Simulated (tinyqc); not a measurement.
## Via and link resistance from two via chains

Question. A chain of 5000 vias joined by 5000 metal links has R = 5000 (Rv + Rlink), with Rlink proportional to the link length. Find Rv, Rlink for length L, and the value of Rv that the short chain would give if the links were ignored.

resistance of chains of 5000 links with link lengths L and 3 L (ohm): [77000, 1.59e5]

Answer. R per link is a straight line in the link length; its intercept at zero length is Rv.

Rv = 7.200 ohm
Rlink = 8.200 ohm
Rv without correction = 15.40 ohm

tinyqc, about 0.01 s, one thread, Intel Xeon 2.30GHz (shared host): `OMP_NUM_THREADS=1 python tinyqc.py 2750128 2750129 out.jsonl`
